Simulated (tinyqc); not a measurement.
Size effects in the resistivity of thin metal films and interconnect lines: one step, computed by the program tinyqc.

Electrons lose their drift at surfaces (a share 1 - p of the hits) and at grain boundaries (reflection R), besides bulk scattering.

Task: Resistivity of the film. Both together (Mayadas-Shatzkes film): rho_b/rho = (rho_b/rho of the grains alone) - (6/(pi kappa))(1 - p) int_0^(pi/2) dphi int_0^1 ds (cos^2 phi/H^2)(s - s^3)(1 - exp(-kappa H/s))/(1 - p exp(-kappa H/s)), H = 1 + alpha/(cos phi sqrt(1 - s^2)), 40 x 80 Gauss-Legendre points. Sheet resistance rho/h; additive estimate rho_b (f_surface + f_grain - 1).

Inputs (values chosen for the exercise, modelled on platinum): bulk resistivity rho_b = 10.7 microohm cm; specularity p = 0; film thickness h = 9 nm.

Geometry: film.

rho/rho_b from grains = 1.167746

alpha = 0.1154401

kappa = h/lambda = 1.25

rho/rho_b from surfaces = 1.366360

Give: resistivity rho; sheet resistance; additive estimate; error of the additive estimate.

Result:

resistivity rho = 16.28 microohm cm

sheet resistance = 18.08 ohm

additive estimate = 16.41 microohm cm

error of the additive estimate = 0.8535 %

Adding the two excesses (Matthiessen's rule) is 0.9 % high.
